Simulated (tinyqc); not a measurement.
RKS/PBE in the sto-3g basis, for BeH2, spin multiplicity 1, step by step (part 1 of 2). Computed by tinyqc, a small Python program that keeps every step (integrals from PySCF). Settings: charge = 0, multiplicity = 1, basis = sto-3g, energy threshold = 1e-10, iteration cap = 51, orthogonalisation = symmetric, start = core, DIIS depth = 0, method = RKS, functional = pbe,pbe, grid = [30, 86]. Command: `OMP_NUM_THREADS=1 python tinyqc.py 21312 21313 out.jsonl` (the two numbers bound the seeds that draw the settings). One thread of a shared host (Intel(R) Xeon(R) Processor @ 2.60GHz), about 1 s of CPU time with the checks. Later iterations appear only in the table of the cycle.

## One-electron integrals

Geometry (angstrom):
```
atom         x          y         z
Be    0.000000   0.000000  0.000000
H     0.000000   1.329000  0.000000
H     0.000000  -1.329000  0.000000
```

Basis sto-3g: exponents (1/bohr^2) and contraction coefficients of normalised primitives:
```
element  l (shell)   exponent  coefficient
Be           s (1)  30.167871     0.154329
Be           s (1)   5.495115     0.535328
Be           s (1)   1.487193     0.444635
Be           s (2)   1.314833    -0.099967
Be           s (2)   0.305539     0.399513
Be           s (2)   0.099371     0.700115
Be           p (3)   1.314833     0.155916
Be           p (3)   0.305539     0.607684
Be           p (3)   0.099371     0.391957
H            s (1)   3.425251     0.154329
H            s (1)   0.623914     0.535328
H            s (1)   0.168855     0.444635
```

Overlap, kinetic and nuclear-attraction integrals over the contracted functions; the nuclear repulsion is the sum of Za Zb / Rab.

nuclear repulsion = 3.38450436 hartree

overlap S, order 1Be 1s, 1Be 2s, 1Be 2px, 1Be 2py, 1Be 2pz, 2H 1s, 3H 1s:
$$\begin{pmatrix}
1.000000 & 0.259517 & 0.000000 & 0.000000 & 0.000000 & 0.071195 & 0.071195 \\
0.259517 & 1.000000 & 0.000000 & 0.000000 & 0.000000 & 0.464419 & 0.464419 \\
0.000000 & 0.000000 & 1.000000 & 0.000000 & 0.000000 & 0.000000 & 0.000000 \\
0.000000 & 0.000000 & 0.000000 & 1.000000 & 0.000000 & 0.528969 & -0.528969 \\
0.000000 & 0.000000 & 0.000000 & 0.000000 & 1.000000 & 0.000000 & 0.000000 \\
0.071195 & 0.464419 & 0.000000 & 0.528969 & 0.000000 & 1.000000 & 0.036596 \\
0.071195 & 0.464419 & 0.000000 & -0.528969 & 0.000000 & 0.036596 & 1.000000
\end{pmatrix}$$

kinetic energy T (hartree), order 1Be 1s, 1Be 2s, 1Be 2px, 1Be 2py, 1Be 2pz, 2H 1s, 3H 1s:
$$\begin{pmatrix}
6.693975 & -0.033012 & 0.000000 & 0.000000 & 0.000000 & -0.016489 & -0.016489 \\
-0.033012 & 0.211111 & 0.000000 & 0.000000 & 0.000000 & 0.070834 & 0.070834 \\
0.000000 & 0.000000 & 0.660592 & 0.000000 & 0.000000 & 0.000000 & 0.000000 \\
0.000000 & 0.000000 & 0.000000 & 0.660592 & 0.000000 & 0.197643 & -0.197643 \\
0.000000 & 0.000000 & 0.000000 & 0.000000 & 0.660592 & 0.000000 & 0.000000 \\
-0.016489 & 0.070834 & 0.000000 & 0.197643 & 0.000000 & 0.760032 & -0.009551 \\
-0.016489 & 0.070834 & 0.000000 & -0.197643 & 0.000000 & -0.009551 & 0.760032
\end{pmatrix}$$

nuclear attraction V (hartree), order 1Be 1s, 1Be 2s, 1Be 2px, 1Be 2py, 1Be 2pz, 2H 1s, 3H 1s:
$$\begin{pmatrix}
-15.357446 & -2.105912 & 0.000000 & 0.000000 & 0.000000 & -0.577364 & -0.577364 \\
-2.105912 & -3.056212 & 0.000000 & 0.000000 & 0.000000 & -1.383374 & -1.383374 \\
0.000000 & 0.000000 & -2.959330 & 0.000000 & 0.000000 & 0.000000 & 0.000000 \\
0.000000 & 0.000000 & 0.000000 & -3.195059 & 0.000000 & -1.541393 & 1.541393 \\
0.000000 & 0.000000 & 0.000000 & 0.000000 & -2.959330 & 0.000000 & 0.000000 \\
-0.577364 & -1.383374 & 0.000000 & -1.541393 & 0.000000 & -3.005211 & -0.127297 \\
-0.577364 & -1.383374 & 0.000000 & 1.541393 & 0.000000 & -0.127297 & -3.005211
\end{pmatrix}$$

core Hamiltonian H = T + V (hartree), order 1Be 1s, 1Be 2s, 1Be 2px, 1Be 2py, 1Be 2pz, 2H 1s, 3H 1s:
$$\begin{pmatrix}
-8.663471 & -2.138925 & 0.000000 & 0.000000 & 0.000000 & -0.593853 & -0.593853 \\
-2.138925 & -2.845101 & 0.000000 & 0.000000 & 0.000000 & -1.312540 & -1.312540 \\
0.000000 & 0.000000 & -2.298738 & 0.000000 & 0.000000 & 0.000000 & 0.000000 \\
0.000000 & 0.000000 & 0.000000 & -2.534467 & 0.000000 & -1.343750 & 1.343750 \\
0.000000 & 0.000000 & 0.000000 & 0.000000 & -2.298738 & 0.000000 & 0.000000 \\
-0.593853 & -1.312540 & 0.000000 & -1.343750 & 0.000000 & -2.245179 & -0.136847 \\
-0.593853 & -1.312540 & 0.000000 & 1.343750 & 0.000000 & -0.136847 & -2.245179
\end{pmatrix}$$

## Two-electron integrals

Functions are numbered as in S; the eight-fold symmetry (ij|kl) = (ji|kl) = (kl|ij) leaves the list below.

Two-electron integrals (ij|kl) in chemists' order, unique and non-zero (hartree):
```
(11|11) 2.298831    (21|11) 0.392036    (21|21) 0.079539    (22|11) 0.570988
(22|21) 0.143041    (22|22) 0.417683    (31|31) 0.014607    (32|31) 0.021888
(32|32) 0.092265    (33|11) 0.569578    (33|21) 0.143083    (33|22) 0.417589
(33|33) 0.449859    (41|41) 0.014607    (42|41) 0.021888    (42|42) 0.092265
(43|43) 0.024249    (44|11) 0.569578    (44|21) 0.143083    (44|22) 0.417589
(44|33) 0.401360    (44|44) 0.449859    (51|51) 0.014607    (52|51) 0.021888
(52|52) 0.092265    (53|53) 0.024249    (54|54) 0.024249    (55|11) 0.569578
(55|21) 0.143083    (55|22) 0.417589    (55|33) 0.401360    (55|44) 0.401360
(55|55) 0.449859    (61|11) 0.106541    (61|21) 0.021593    (61|22) 0.039093
(61|33) 0.038807    (61|41) 0.001944    (61|42) 0.003622    (61|44) 0.039688
(61|55) 0.038807    (61|61) 0.006157    (62|11) 0.229833    (62|21) 0.058265
(62|22) 0.181894    (62|33) 0.175348    (62|41) 0.007669    (62|42) 0.044597
(62|44) 0.194824    (62|55) 0.175348    (62|61) 0.017468    (62|62) 0.112502
(63|31) 0.005701    (63|32) 0.025756    (63|43) 0.007992    (63|63) 0.011191
(64|11) 0.236760    (64|21) 0.060814    (64|22) 0.199268    (64|33) 0.187495
(64|41) 0.012598    (64|42) 0.069886    (64|44) 0.222608    (64|55) 0.187495
(64|61) 0.019179    (64|62) 0.140955    (64|64) 0.183746    (65|51) 0.005701
(65|52) 0.025756    (65|54) 0.007992    (65|65) 0.011191    (66|11) 0.394273
(66|21) 0.101831    (66|22) 0.353583    (66|33) 0.327927    (66|41) 0.016734
(66|42) 0.121749    (66|44) 0.404605    (66|55) 0.327927    (66|61) 0.031551
(66|62) 0.270898    (66|64) 0.362176    (66|66) 0.774606    (71|11) 0.106541
(71|21) 0.021593    (71|22) 0.039093    (71|33) 0.038807    (71|41) -0.001944
(71|42) -0.003622   (71|44) 0.039688    (71|55) 0.038807    (71|61) 0.005607
(71|62) 0.014733    (71|64) 0.014726    (71|66) 0.025294    (71|71) 0.006157
(72|11) 0.229833    (72|21) 0.058265    (72|22) 0.181894    (72|33) 0.175348
(72|41) -0.007669   (72|42) -0.044597   (72|44) 0.194824    (72|55) 0.175348
(72|61) 0.014733    (72|62) 0.061769    (72|64) 0.060876    (72|66) 0.110877
(72|71) 0.017468    (72|72) 0.112502    (73|31) 0.005701    (73|32) 0.025756
(73|43) -0.007992   (73|63) 0.005040    (73|73) 0.011191    (74|11) -0.236760
(74|21) -0.060814   (74|22) -0.199268   (74|33) -0.187495   (74|41) 0.012598
(74|42) 0.069886    (74|44) -0.222608   (74|55) -0.187495   (74|61) -0.014726
(74|62) -0.060876   (74|64) -0.056912   (74|66) -0.106802   (74|71) -0.019179
(74|72) -0.140955   (74|74) 0.183746    (75|51) 0.005701    (75|52) 0.025756
(75|54) -0.007992   (75|65) 0.005040    (75|75) 0.011191    (76|11) 0.023281
(76|21) 0.005751    (76|22) 0.016131    (76|33) 0.015868    (76|44) 0.016648
(76|55) 0.015868    (76|61) 0.001579    (76|62) 0.007212    (76|64) 0.008034
(76|66) 0.014414    (76|71) 0.001579    (76|72) 0.007212    (76|74) -0.008034
(76|76) 0.000635    (77|11) 0.394273    (77|21) 0.101831    (77|22) 0.353583
(77|33) 0.327927    (77|41) -0.016734   (77|42) -0.121749   (77|44) 0.404605
(77|55) 0.327927    (77|61) 0.025294    (77|62) 0.110877    (77|64) 0.106802
(77|66) 0.199039    (77|71) 0.031551    (77|72) 0.270898    (77|74) -0.362176
(77|76) 0.014414    (77|77) 0.774606
```

## Orthogonalisation

S = U s U^T; symmetric (Loewdin) form X = U s^(-1/2) U^T, so that X^T S X = 1.

eigenvalues of S: [0.233403, 0.339351, 0.936603, 1.000000, 1.000000, 1.730001, 1.760643]

X, order 1Be 1s, 1Be 2s, 1Be 2px, 1Be 2py, 1Be 2pz, 2H 1s, 3H 1s:
$$\begin{pmatrix}
1.028345 & -0.153084 & 0.000000 & 0.000000 & 0.000000 & 0.017451 & 0.017451 \\
-0.153084 & 1.266858 & 0.000000 & 0.000000 & 0.000000 & -0.320873 & -0.320873 \\
0.000000 & 0.000000 & 1.000000 & 0.000000 & 0.000000 & 0.000000 & 0.000000 \\
0.000000 & 0.000000 & 0.000000 & 1.399075 & 0.000000 & -0.462876 & 0.462876 \\
0.000000 & 0.000000 & 0.000000 & 0.000000 & 1.000000 & 0.000000 & 0.000000 \\
0.017451 & -0.320873 & 0.000000 & -0.462876 & 0.000000 & 1.319726 & -0.111372 \\
0.017451 & -0.320873 & 0.000000 & 0.462876 & 0.000000 & -0.111372 & 1.319726
\end{pmatrix}$$

## Starting guess

The start is the orbitals of the core Hamiltonian; D = 2 C_occ C_occ^T.

D at the start, order 1Be 1s, 1Be 2s, 1Be 2px, 1Be 2py, 1Be 2pz, 2H 1s, 3H 1s:
$$\begin{pmatrix}
2.128585 & -0.451890 & 0.000000 & 0.000000 & 0.000000 & -0.059757 & -0.059757 \\
-0.451890 & 1.504164 & 0.000000 & 0.000000 & 0.000000 & 0.276207 & 0.276207 \\
0.000000 & 0.000000 & 0.000000 & 0.000000 & 0.000000 & 0.000000 & 0.000000 \\
0.000000 & 0.000000 & 0.000000 & 1.961517 & 0.000000 & 0.018037 & -0.018037 \\
0.000000 & 0.000000 & 0.000000 & 0.000000 & 0.000000 & 0.000000 & 0.000000 \\
-0.059757 & 0.276207 & 0.000000 & 0.018037 & 0.000000 & 0.051156 & 0.050824 \\
-0.059757 & 0.276207 & 0.000000 & -0.018037 & 0.000000 & 0.050824 & 0.051156
\end{pmatrix}$$

## Iteration 1: exchange-correlation on the grid

Becke grid with 30 radial and 86 angular points per atom, points of zero weight dropped. rho = sum D_ij phi_i phi_j; V_xc,ij = sum w v_xc phi_i phi_j plus the gradient terms; v_xc is d(rho eps)/d rho at fixed gradient.

The 16 grid points with the largest w rho, of 7702 (bohr, atomic units):
```
x                  y          z         w       rho  |grad rho|^2     eps_xc       v_xc
0.000000    1.437608  -0.580176  0.082501  0.106766      0.009444  -0.404689  -0.526324
-0.580176   1.437608   0.000000  0.082501  0.106766      0.009444  -0.404689  -0.526324
0.580176   -1.437608   0.000000  0.082501  0.106766      0.009444  -0.404689  -0.526324
0.000000   -1.437608   0.580176  0.082501  0.106766      0.009444  -0.404689  -0.526324
0.580176    1.437608   0.000000  0.082501  0.106766      0.009444  -0.404689  -0.526324
0.000000    1.437608   0.580176  0.082501  0.106766      0.009444  -0.404689  -0.526324
0.000000   -1.437608  -0.580176  0.082501  0.106766      0.009444  -0.404689  -0.526324
-0.580176  -1.437608   0.000000  0.082501  0.106766      0.009444  -0.404689  -0.526324
0.000000    1.260284   0.000000  0.055290  0.150089      0.009653  -0.448888  -0.586587
0.000000   -1.260284   0.000000  0.055290  0.150089      0.009653  -0.448888  -0.586587
-0.572982   1.321629  -0.572982  0.089222  0.092224      0.009479  -0.387434  -0.501434
0.572982   -1.321629   0.572982  0.089222  0.092224      0.009479  -0.387434  -0.501434
0.572982    1.321629  -0.572982  0.089222  0.092224      0.009479  -0.387434  -0.501434
-0.572982   1.321629   0.572982  0.089222  0.092224      0.009479  -0.387434  -0.501434
-0.572982  -1.321629   0.572982  0.089222  0.092224      0.009479  -0.387434  -0.501434
0.572982   -1.321629  -0.572982  0.089222  0.092224      0.009479  -0.387434  -0.501434
```

electrons on the grid, sum of w rho = 5.999979

E_xc = sum of w rho eps_xc = -3.54122821 hartree

V_xc (hartree), order 1Be 1s, 1Be 2s, 1Be 2px, 1Be 2py, 1Be 2pz, 2H 1s, 3H 1s:
$$\begin{pmatrix}
-1.494666 & -0.218902 & 0.000000 & 0.000000 & 0.000000 & -0.060938 & -0.060938 \\
-0.218902 & -0.353785 & 0.000000 & 0.000000 & 0.000000 & -0.171522 & -0.171522 \\
0.000000 & 0.000000 & -0.322682 & 0.000000 & 0.000000 & 0.000000 & 0.000000 \\
0.000000 & 0.000000 & 0.000000 & -0.407034 & 0.000000 & -0.198913 & 0.198913 \\
0.000000 & 0.000000 & 0.000000 & 0.000000 & -0.322682 & 0.000000 & 0.000000 \\
-0.060938 & -0.171522 & 0.000000 & -0.198913 & 0.000000 & -0.369175 & -0.015229 \\
-0.060938 & -0.171522 & 0.000000 & 0.198913 & 0.000000 & -0.015229 & -0.369175
\end{pmatrix}$$

## Iteration 1: building the Kohn-Sham matrix

J_ij = sum D_kl (ij|kl); F = H + J + V_xc; E = tr D H + tr D J / 2 + E_xc + E_nn.

Coulomb J (hartree), order 1Be 1s, 1Be 2s, 1Be 2px, 1Be 2py, 1Be 2pz, 2H 1s, 3H 1s:
$$\begin{pmatrix}
6.803285 & 1.333017 & 0.000000 & 0.000000 & 0.000000 & 0.364592 & 0.364592 \\
1.333017 & 2.777301 & 0.000000 & 0.000000 & 0.000000 & 1.212274 & 1.212274 \\
0.000000 & 0.000000 & 2.731623 & 0.000000 & 0.000000 & 0.000000 & 0.000000 \\
0.000000 & 0.000000 & 0.000000 & 2.858518 & 0.000000 & 1.326313 & -1.326313 \\
0.000000 & 0.000000 & 0.000000 & 0.000000 & 2.731623 & 0.000000 & 0.000000 \\
0.364592 & 1.212274 & 0.000000 & 1.326313 & 0.000000 & 2.344991 & 0.110986 \\
0.364592 & 1.212274 & 0.000000 & -1.326313 & 0.000000 & 0.110986 & 2.344991
\end{pmatrix}$$

Kohn-Sham matrix F (hartree), order 1Be 1s, 1Be 2s, 1Be 2px, 1Be 2py, 1Be 2pz, 2H 1s, 3H 1s:
$$\begin{pmatrix}
-3.354852 & -1.024810 & 0.000000 & 0.000000 & 0.000000 & -0.290200 & -0.290200 \\
-1.024810 & -0.421585 & 0.000000 & 0.000000 & 0.000000 & -0.271787 & -0.271787 \\
0.000000 & 0.000000 & 0.110202 & 0.000000 & 0.000000 & 0.000000 & 0.000000 \\
0.000000 & 0.000000 & 0.000000 & -0.082982 & 0.000000 & -0.216350 & 0.216350 \\
0.000000 & 0.000000 & 0.000000 & 0.000000 & 0.110202 & 0.000000 & 0.000000 \\
-0.290200 & -0.271787 & 0.000000 & -0.216350 & 0.000000 & -0.269363 & -0.041091 \\
-0.290200 & -0.271787 & 0.000000 & 0.216350 & 0.000000 & -0.041091 & -0.269363
\end{pmatrix}$$

total energy of this density = -15.23405681 hartree

## Iteration 1: diagonalisation and new density

Diagonalise F' = X^T F X, C = X C', fill 3 alpha and 3 beta electrons from the bottom; D = 2 C_occ C_occ^T. Each column has its largest component positive (the first on a tie).

F' = X^T F X (hartree):
$$\begin{pmatrix}
-3.253074 & -0.591391 & 0.000000 & 0.000000 & 0.000000 & -0.054028 & -0.054028 \\
-0.591391 & -0.036760 & 0.000000 & 0.000000 & 0.000000 & -0.187377 & -0.187377 \\
0.000000 & 0.000000 & 0.110202 & 0.000000 & 0.000000 & 0.000000 & 0.000000 \\
0.000000 & 0.000000 & 0.000000 & 0.300185 & 0.000000 & -0.320936 & 0.320936 \\
0.000000 & 0.000000 & 0.000000 & 0.000000 & 0.110202 & 0.000000 & 0.000000 \\
-0.054028 & -0.187377 & 0.000000 & -0.320936 & 0.000000 & -0.025986 & -0.096175 \\
-0.054028 & -0.187377 & 0.000000 & 0.320936 & 0.000000 & -0.096175 & -0.025986
\end{pmatrix}$$

orbital energies (hartree): MO1 -3.362961, MO2 -0.288771, MO3 -0.283026, MO4 0.110202, MO5 0.110202, MO6 0.239737, MO7 0.653401

coefficients C, order 1Be 1s, 1Be 2s, 1Be 2px, 1Be 2py, 1Be 2pz, 2H 1s, 3H 1s:
$$\begin{pmatrix}
0.984915 & -0.200180 & 0.000000 & 0.000000 & 0.000000 & -0.267222 & 0.000000 \\
0.057647 & 0.349931 & 0.000000 & 0.000000 & 0.000000 & 1.307099 & 0.000000 \\
0.000000 & 0.000000 & 0.000000 & 0.027997 & 0.999608 & 0.000000 & 0.000000 \\
0.000000 & 0.000000 & 0.342658 & 0.000000 & 0.000000 & 0.000000 & 1.506155 \\
0.000000 & 0.000000 & 0.000000 & 0.999608 & -0.027997 & 0.000000 & 0.000000 \\
-0.007670 & 0.521764 & 0.514321 & 0.000000 & 0.000000 & -0.749018 & -0.986787 \\
-0.007670 & 0.521764 & -0.514321 & 0.000000 & 0.000000 & -0.749018 & 0.986787
\end{pmatrix}$$

D after iteration 1, order 1Be 1s, 1Be 2s, 1Be 2px, 1Be 2py, 1Be 2pz, 2H 1s, 3H 1s:
$$\begin{pmatrix}
2.020261 & -0.026544 & 0.000000 & 0.000000 & 0.000000 & -0.224002 & -0.224002 \\
-0.026544 & 0.251550 & 0.000000 & 0.000000 & 0.000000 & 0.364279 & 0.364279 \\
0.000000 & 0.000000 & 0.000000 & 0.000000 & 0.000000 & 0.000000 & 0.000000 \\
0.000000 & 0.000000 & 0.000000 & 0.234829 & 0.000000 & 0.352472 & -0.352472 \\
0.000000 & 0.000000 & 0.000000 & 0.000000 & 0.000000 & 0.000000 & 0.000000 \\
-0.224002 & 0.364279 & 0.000000 & 0.352472 & 0.000000 & 1.073645 & 0.015540 \\
-0.224002 & 0.364279 & 0.000000 & -0.352472 & 0.000000 & 0.015540 & 1.073645
\end{pmatrix}$$

Within a degenerate level the vectors are fixed only up to a rotation; this is one choice.

## Iteration 2: exchange-correlation on the grid

As before.

The 16 grid points with the largest w rho, of 7702 (bohr, atomic units):
```
x                  y          z         w       rho  |grad rho|^2     eps_xc       v_xc
0.000000   -1.550264   0.000000  0.061315  0.125443      0.028407  -0.426830  -0.548751
0.000000    1.550264   0.000000  0.061315  0.125443      0.028407  -0.426830  -0.548751
0.580176   -1.437608   0.000000  0.082501  0.081590      0.012556  -0.375019  -0.477737
0.000000   -1.437608  -0.580176  0.082501  0.081590      0.012556  -0.375019  -0.477737
0.000000   -1.437608   0.580176  0.082501  0.081590      0.012556  -0.375019  -0.477737
-0.580176  -1.437608   0.000000  0.082501  0.081590      0.012556  -0.375019  -0.477737
0.000000    1.437608  -0.580176  0.082501  0.081590      0.012556  -0.375019  -0.477737
-0.580176   1.437608   0.000000  0.082501  0.081590      0.012556  -0.375019  -0.477737
0.580176    1.437608   0.000000  0.082501  0.081590      0.012556  -0.375019  -0.477737
0.000000    1.437608   0.580176  0.082501  0.081590      0.012556  -0.375019  -0.477737
0.705269    1.747576   0.000000  0.069225  0.096422      0.024692  -0.396426  -0.498918
0.000000    1.747576  -0.705269  0.069225  0.096422      0.024692  -0.396426  -0.498918
0.000000    1.747576   0.705269  0.069225  0.096422      0.024692  -0.396426  -0.498918
-0.705269   1.747576   0.000000  0.069225  0.096422      0.024692  -0.396426  -0.498918
0.000000   -1.747576   0.705269  0.069225  0.096422      0.024692  -0.396426  -0.498918
0.705269   -1.747576   0.000000  0.069225  0.096422      0.024692  -0.396426  -0.498918
```

electrons on the grid, sum of w rho = 5.999171

E_xc = sum of w rho eps_xc = -3.67047419 hartree

V_xc (hartree), order 1Be 1s, 1Be 2s, 1Be 2px, 1Be 2py, 1Be 2pz, 2H 1s, 3H 1s:
$$\begin{pmatrix}
-1.475247 & -0.208599 & 0.000000 & 0.000000 & 0.000000 & -0.057781 & -0.057781 \\
-0.208599 & -0.298201 & 0.000000 & 0.000000 & 0.000000 & -0.176144 & -0.176144 \\
0.000000 & 0.000000 & -0.254044 & 0.000000 & 0.000000 & 0.000000 & 0.000000 \\
0.000000 & 0.000000 & 0.000000 & -0.379577 & 0.000000 & -0.223196 & 0.223196 \\
0.000000 & 0.000000 & 0.000000 & 0.000000 & -0.254044 & 0.000000 & 0.000000 \\
-0.057781 & -0.176144 & 0.000000 & -0.223196 & 0.000000 & -0.487810 & -0.013788 \\
-0.057781 & -0.176144 & 0.000000 & 0.223196 & 0.000000 & -0.013788 & -0.487810
\end{pmatrix}$$

## Iteration 2: building the Kohn-Sham matrix

As before.

Coulomb J (hartree), order 1Be 1s, 1Be 2s, 1Be 2px, 1Be 2py, 1Be 2pz, 2H 1s, 3H 1s:
$$\begin{pmatrix}
6.321389 & 1.227509 & 0.000000 & 0.000000 & 0.000000 & 0.336420 & 0.336420 \\
1.227509 & 2.619787 & 0.000000 & 0.000000 & 0.000000 & 1.217670 & 1.217670 \\
0.000000 & 0.000000 & 2.532122 & 0.000000 & 0.000000 & 0.000000 & 0.000000 \\
0.000000 & 0.000000 & 0.000000 & 2.785281 & 0.000000 & 1.382761 & -1.382761 \\
0.000000 & 0.000000 & 0.000000 & 0.000000 & 2.532122 & 0.000000 & 0.000000 \\
0.336420 & 1.217670 & 0.000000 & 1.382761 & 0.000000 & 2.604164 & 0.106085 \\
0.336420 & 1.217670 & 0.000000 & -1.382761 & 0.000000 & 0.106085 & 2.604164
\end{pmatrix}$$

Kohn-Sham matrix F (hartree), order 1Be 1s, 1Be 2s, 1Be 2px, 1Be 2py, 1Be 2pz, 2H 1s, 3H 1s:
$$\begin{pmatrix}
-3.817329 & -1.120015 & 0.000000 & 0.000000 & 0.000000 & -0.315214 & -0.315214 \\
-1.120015 & -0.523514 & 0.000000 & 0.000000 & 0.000000 & -0.271014 & -0.271014 \\
0.000000 & 0.000000 & -0.020660 & 0.000000 & 0.000000 & 0.000000 & 0.000000 \\
0.000000 & 0.000000 & 0.000000 & -0.128763 & 0.000000 & -0.184185 & 0.184185 \\
0.000000 & 0.000000 & 0.000000 & 0.000000 & -0.020660 & 0.000000 & 0.000000 \\
-0.315214 & -0.271014 & 0.000000 & -0.184185 & 0.000000 & -0.128824 & -0.044550 \\
-0.315214 & -0.271014 & 0.000000 & 0.184185 & 0.000000 & -0.044550 & -0.128824
\end{pmatrix}$$

total energy of this density = -15.56783564 hartree
